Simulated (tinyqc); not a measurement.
Worked calculation: CISD on RHF in the 6-31g basis, for H2, spin multiplicity 1. One step of it, computed by the program tinyqc.

Task: CISD: determinants and Hamiltonian. Slater-Condon rules over spin orbitals, with the nuclear repulsion added and E(HF) subtracted on the diagonal.

one-electron integrals over orbitals h = C^T H C (hartree):
```
           1          2          3         4
1  -1.281000   0.000000  -0.173788  0.000000
2   0.000000  -0.537547   0.000000  0.208607
3  -0.173788   0.000000  -0.211635  0.000000
4   0.000000   0.208607   0.000000  0.249904
```

Two-electron integrals over orbitals (pq|rs), unique and non-zero (hartree):
```
(11|11) 0.669532    (21|21) 0.074540    (22|11) 0.431888    (22|22) 0.383282
(31|11) 0.173788    (31|22) 0.046381    (31|31) 0.111816    (32|21) -0.023369
(32|32) 0.037481    (33|11) 0.537232    (33|22) 0.378014    (33|31) 0.119373
(33|33) 0.461804    (41|21) -0.078086   (41|32) -0.016117   (41|41) 0.142959
(42|11) -0.143347   (42|22) -0.051470   (42|31) -0.070673   (42|33) -0.093954
(42|42) 0.063958    (43|21) -0.075911   (43|32) 0.002113    (43|41) 0.121026
(43|43) 0.118185    (44|11) 0.684186    (44|22) 0.440522    (44|31) 0.207127
(44|33) 0.555732    (44|42) -0.166996   (44|44) 0.763990
```

nuclear repulsion = 0.76692349 hartree

Hartree-Fock energy = -1.12554578 hartree

Give: determinants; H - E(HF) between determinants.

Result:

Occupation strings over the orbitals (2 doubly, a alpha, b beta, 0 empty; spin orbitals ordered 1a 1b 2a 2b ...): 2000 ab00 a0b0 a00b ba00 b0a0 b00a 0200 0ab0 0a0b 0ba0 0020 00ab 0b0a 00ba 0002

H - E(HF) between determinants (hartree):
```
         2000     ab00     a0b0     a00b     ba00     b0a0     b00a     0200
2000   0.0000   0.0000   0.0000   0.0000   0.0000   0.0000   0.0000   0.0745
ab00   0.0000   0.5058   0.0000   0.0653  -0.0745   0.0000   0.0781   0.0000
a0b0   0.0000   0.0000   0.9371   0.0000   0.0000  -0.1118   0.0000  -0.0234
a00b   0.0000   0.0653   0.0000   1.5456   0.0781   0.0000  -0.1430   0.0000
ba00   0.0000  -0.0745   0.0000   0.0781   0.5058   0.0000   0.0653   0.0000
b0a0   0.0000   0.0000  -0.1118   0.0000   0.0000   0.9371   0.0000   0.0234
b00a   0.0000   0.0781   0.0000  -0.1430   0.0653   0.0000   1.5456   0.0000
0200   0.0745   0.0000  -0.0234   0.0000   0.0000   0.0234   0.0000   1.2007
0ab0   0.0000  -0.0234   0.0000  -0.0759   0.1274   0.0000   0.0707   0.0000
0a0b  -0.0781   0.0000  -0.0759   0.0000   0.0000   0.0161   0.0000   0.1571
0ba0   0.0000   0.1274   0.0000   0.0707  -0.0234   0.0000  -0.0759   0.0000
0020   0.1118   0.0000  -0.0544   0.0000   0.0000   0.0544   0.0000   0.0375
00ab   0.0000  -0.0707   0.0000   0.0333   0.0161   0.0000  -0.1210   0.0000
0b0a   0.0781   0.0000   0.0161   0.0000   0.0000  -0.0759   0.0000  -0.1571
00ba   0.0000   0.0161   0.0000  -0.1210  -0.0707   0.0000   0.0333   0.0000
0002   0.1430   0.0000   0.1210   0.0000   0.0000  -0.1210   0.0000   0.0640

         0ab0     0a0b     0ba0     0020     00ab     0b0a     00ba     0002
2000   0.0000  -0.0781   0.0000   0.1118   0.0000   0.0781   0.0000   0.1430
ab00  -0.0234   0.0000   0.1274   0.0000  -0.0707   0.0000   0.0161   0.0000
a0b0   0.0000  -0.0759   0.0000  -0.0544   0.0000   0.0161   0.0000   0.1210
a00b  -0.0759   0.0000   0.0707   0.0000   0.0333   0.0000  -0.1210   0.0000
ba00   0.1274   0.0000  -0.0234   0.0000   0.0161   0.0000  -0.0707   0.0000
b0a0   0.0000   0.0161   0.0000   0.0544   0.0000  -0.0759   0.0000  -0.1210
b00a   0.0707   0.0000  -0.0759   0.0000  -0.1210   0.0000   0.0333   0.0000
0200   0.0000   0.1571   0.0000   0.0375   0.0000  -0.1571   0.0000   0.0640
0ab0   1.5213   0.0000  -0.0375   0.0000   0.0021   0.0000  -0.1147   0.0000
0a0b   0.0000   2.0453   0.0000   0.0021   0.0000  -0.0640   0.0000   0.0416
0ba0  -0.0375   0.0000   1.5213   0.0000  -0.1147   0.0000   0.0021   0.0000
0020   0.0000   0.0021   0.0000   1.9310   0.0000  -0.0021   0.0000   0.1182
00ab   0.0021   0.0000  -0.1147   0.0000   2.4865   0.0000  -0.1182   0.0000
0b0a   0.0000  -0.0640   0.0000  -0.0021   0.0000   2.0453   0.0000  -0.0416
00ba  -0.1147   0.0000   0.0021   0.0000  -0.1182   0.0000   2.4865   0.0000
0002   0.0000   0.0416   0.0000   0.1182   0.0000  -0.0416   0.0000   3.1563
```
